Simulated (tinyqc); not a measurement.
Charge neutrality of a doped semiconductor with incomplete ionisation: one step, computed by the program tinyqc. Command: `OMP_NUM_THREADS=1 python tinyqc.py 3019497 3019498 out.jsonl dopant walk`. One thread of a shared host (Intel(R) Xeon(R) Processor @ 2.30GHz), about 0.04 s of CPU time with the checks.

Energies are counted from the top of the valence band; E_D is measured down from the conduction band and E_A up from the valence band.

Question. The closed form for the extrinsic range. With Boltzmann statistics, no electrons and every donor ionised, p (p + N_D) = p1 (N_A - N_D - p) with p1 = (N_v/g_A) exp(-E_A/k_B T). Take the positive root.

Inputs (values chosen for the exercise, modelled on ZnSe):
```
quantity,value,unit
donor density N_D,0,cm^-3
acceptor density N_A,3.4e+17,cm^-3
acceptor depth E_A,0.113,eV
acceptor degeneracy g_A,4,-
temperature T,77,K
```

Doping: p-type. Statistics of the bands: Fermi-Dirac.

N_v = 2.106721e+18 cm^-3

k_B T = 0.006635347 eV

Give: p1; p from the quadratic.

Answer.

p1 = 2.116e+10 cm^-3

p from the quadratic = 8.481e+13 cm^-3
